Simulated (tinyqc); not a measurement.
# On-chip interconnect, size-dependent resistivity and RC delay: what changes with what

A rectangular line between two neighbours and two ground planes. Surface and grain-boundary scattering are added to the bulk resistivity as corrections; capacitances are parallel-plate values without fringing; inductance is ignored.

Inputs (values chosen for the exercise); metal values close to those of aluminium:
- rho0 = 2.69 uohm cm (bulk resistivity)
- lam = 18.8 nm (bulk mean free path)
- ps = 0 (specular share of surface scattering)
- Rg = 0.37 (reflection coefficient of grain boundaries)
- gr = 0.7 (grain size over the metal width)
- wd = 13 nm (drawn line width)
- AR = 1.6 (aspect ratio, height over width)
- tl = 1 nm (liner on both walls and the bottom, not conducting)
- sp = 13 nm (space to the neighbouring lines)
- hd = 30 nm (dielectric height to the planes above and below)
- ek = 2.5 (relative permittivity of the dielectric)
- Mf = 2 (Miller factor of the neighbours)
- Lw = 25 um (line length)
- Rd = 1900 ohm (driver resistance)
- Cl = 0.13 fF (load capacitance)
- rho2 = 1.68 uohm cm (bulk resistivity of the second metal (close to copper))
- lam2 = 38.9 nm (mean free path of the second metal)
- tl2 = 1.4 nm (liner of the second metal)

Constants: eps0 = 8.8541878128e-12 F/m. Results are converted to the units shown.

Each table varies one quantity; the others keep the values above.

## Delay against the space to the neighbouring lines

Metal width x = wd - 2 tl, height y = AR wd - tl; grain boundaries (Mayadas-Shatzkes): al = (lam/(gr x)) Rg/(1 - Rg), g = 1/[1 - 3 al/2 + 3 al^2 - 3 al^3 ln(1 + 1/al)] - 1; surfaces (Fuchs-Sondheimer, thick limit): s = (3/8) lam (1 - ps)(1/x + 1/y); rho = rho0 (1 + g + s); r = rho/(x y); c = eps0 ek (2 wd/hd + 2 Mf AR wd/sp). Elmore delay tE = Rd (c Lw + Cl) + r Lw (c Lw/2 + Cl); t50 is the time at which the far end of a ladder of 30 pi sections (half capacitances at both ends, Cl at the far end, a step applied through Rd) reaches half the step; line share r Lw/(Rd + r Lw); estimate 0.69 Rd (c Lw + Cl) + 0.38 r c Lw^2 + 0.69 r Lw Cl.

The same in every row: rho (uohm cm) = 10.65; r (ohm/um) = 488.9; line share of the resistance (%) = 86.55.

Delay against the space to the neighbouring lines:
```
sp (nm)  c (fF/um)  tE (ps)  t50 (ps)  estimate (ps)
6.5         0.3025    62.42     47.04          46.31
9           0.2238    46.66     35.16          34.59
13          0.1609    34.05     25.66          25.21
17          0.1275    27.37     20.63          20.25
24         0.09592    21.05     15.86          15.55
34         0.07335    16.53     12.45          12.19
47         0.05837    13.53     10.18          9.957
65         0.04752    11.35     8.542          8.341
```

What does the table show?

As sp goes from 6.5 to 65, r stays at 489 ohm/um, c falls from 0.303 to 0.0475 fF/um and t50 falls from 47.0 to 8.54 ps. t50/tE lies between 0.752 and 0.754, and the estimate is within 2.3 % of t50.

## Two metals against line width

Metal width x = wd - 2 tl, height y = AR wd - tl; grain boundaries (Mayadas-Shatzkes): al = (lam/(gr x)) Rg/(1 - Rg), g = 1/[1 - 3 al/2 + 3 al^2 - 3 al^3 ln(1 + 1/al)] - 1; surfaces (Fuchs-Sondheimer, thick limit): s = (3/8) lam (1 - ps)(1/x + 1/y); rho = rho0 (1 + g + s); r = rho/(x y). The second metal has rho2, lam2 and tl2 in place of rho0, lam and tl; ps, Rg, gr and AR are shared.

Results:
```
wd (nm)  rho, first (uohm cm)  rho, second (uohm cm)  r, first (ohm/um)  r, second (ohm/um)  ratio second/first
5                      30.742                 49.871              14639               34347              2.3463
6.5                    21.650                 30.891             5118.2              9276.6              1.8125
8                      17.037                 22.705             2406.3              3830.1              1.5917
10                     13.539                 17.017             1128.2              1618.8              1.4348
13                     10.647                 12.610             488.86              637.24              1.3035
17                     8.5712                 9.5956             218.10              261.92              1.2009
30                     5.8876                 5.8736             44.739              46.339              1.0358
45                     4.7921                 4.4086             15.696              14.797             0.94272
70                     4.0318                 3.4105             5.3416              4.5887             0.85905
120                    3.4709                 2.6834             1.5400              1.2013             0.78003
```

Estimate the missing row, wd = 22 nm.

Computed row:
```
wd (nm)  rho, first (uohm cm)  rho, second (uohm cm)  r, first (ohm/um)  r, second (ohm/um)  ratio second/first
22                     7.1317                 7.5753             104.26              116.73              1.1196
```

With this row back in the table: The resistivity of the first metal falls from 30.7 to 3.47 uohm cm and that of the second goes from 49.9 to 2.68 uohm cm as the line widens. The products rho0 lam, which set the size effect, are 50.6 and 65.4 uohm cm nm. The two resistances cross at wd = 34.8 nm: below it the first metal gives the lower line resistance. For widths well under the mean free path the thick-limit surface term is only a guide.

Range of the model: The metal width is under the mean free path, where the thick-limit surface term and the simple sum of corrections lose accuracy.

tinyqc, about 0.01 s, one thread, Intel Xeon 2.30GHz (shared host): `OMP_NUM_THREADS=1 python tinyqc.py 2100073 2100074 out.jsonl`
